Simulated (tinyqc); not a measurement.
Global model of a low-pressure process discharge: electron temperature, density, ion flux and ion energy. From one set of inputs to another, one input at a time. Computed by tinyqc, a small Python program. Command: `OMP_NUM_THREADS=1 python tinyqc.py 3112821 3112822 out.jsonl plasma ladder`. One thread of a shared host (Intel(R) Xeon(R) Processor @ 2.30GHz), about 0.01 s of CPU time with the checks.

Maxwellian electrons with temperature T_e in eV, one positive ion, no negative ions, uniform bulk density n; rate constants have the Arrhenius form.

The inputs printed are set A. Inputs not listed in the table keep their values of set A, so the rows need not describe a real material.

Inputs (values chosen for the exercise, of the order of those of an inductive discharge in a simple atomic gas):
```
quantity                          value   unit
ion mass M                           19      u
ionisation prefactor K0         5.4e-14  m^3/s
ionisation energy E_iz             16.6     eV
excitation prefactor X0         3.4e-14  m^3/s
excitation energy E_ex              8.6     eV
elastic rate constant K_el      1.1e-13  m^3/s
ion-neutral cross section         8e-19    m^2
pressure p                          1.1     Pa
gas temperature T_g                 400      K
radius R                             15     cm
height L                             14     cm
absorbed power P                    650      W
bias power P_b                      140      W
radius of the biased electrode       10     cm
bias frequency                       60    MHz
```

Constants: k_B = 1.380649e-23 J/K; e = 1.602176634e-19 C; u = 1.6605390666e-27 kg; m_0 = 9.1093837015e-31 kg; eps_0 = 8.8541878128e-12 F/m.

Method:
- n_g = p/(k_B T_g); lambda_i = 1/(n_g sigma); h_L = 0.86/sqrt(3 + L/(2 lambda_i)), h_R = 0.8/sqrt(4 + R/lambda_i); A_eff = 2 pi R^2 h_L + 2 pi R L h_R; d_eff = pi R^2 L/A_eff.
- Particle balance: K0 exp(-E_iz/T_e) n_g d_eff = u_B, u_B = sqrt(e T_e/M).
- Root found by bracketing.
- E_c = E_iz + (X0 exp(-E_ex/T_e) E_ex + K_el (3 m_0/M) T_e)/K_iz; wall potential V_s = (T_e/2) ln(M/(2 pi m_0)); E_T = E_c + 2 T_e + T_e/2 + V_s; n = P/(e u_B A_eff E_T); ion current density J = e h_L n u_B; ionised share n/n_g.
- All bias power goes to ions: V_b = P_b/(J pi r^2). Debye length at the sheath edge lambda_D = sqrt(eps_0 T_e/(e h_L n)); Child-law sheath s = (sqrt2/3) lambda_D (2 V/T_e)^(3/4), V = V_b + V_s; ion transit time tau_i = 3 s sqrt(M/(2 e V)); collisions in the sheath s/lambda_i.

Each row keeps all changes above it:
```
input moved                         from       to  ion current density J (mA/cm^2)  bias voltage V_b (V)  sheath width s (mm)
set A                                  -        -                           1.9097                233.35               1.5853
ionisation energy E_iz (eV)         16.6       13                           3.7840                117.77               0.6864
excitation prefactor X0 (m^3/s)  3.4e-14  1.7e-14                           5.5699                 80.01               0.4336
radius R (cm)                         15       17                           4.5865                 97.16               0.5453
ionisation prefactor K0 (m^3/s)  5.4e-14    3e-14                           3.6859                120.90               0.7119
bias power P_b (W)                   140      390                           3.6859                336.80               1.4808
ion mass M (u)                        19       28                           3.5475                349.93               1.4090
height L (cm)                         14       17                           3.1083                399.38               1.6571
```

Which inputs carry the difference?

ion current density J goes from 1.91 to 3.11, a factor 1.63 in all. The largest single move comes from ionisation energy E_iz (a factor 1.98), and ionisation prefactor K0 works against it (a factor 0.804). Bias voltage V_b goes from 233 to 399, a factor 1.71 in all. The largest single move comes from bias power P_b (a factor 2.79), and ionisation energy E_iz works against it (a factor 0.505). Sheath width s goes from 1.59 to 1.66, a factor 1.05 in all. The largest single move comes from ionisation energy E_iz (a factor 0.433), but it runs against the net change; the largest move in the direction of the net change is bias power P_b (a factor 2.08). The single moves hold for this order of the switches; the total does not depend on the order.

Extremes, crossings and ranges named in words are read from the listed rows.
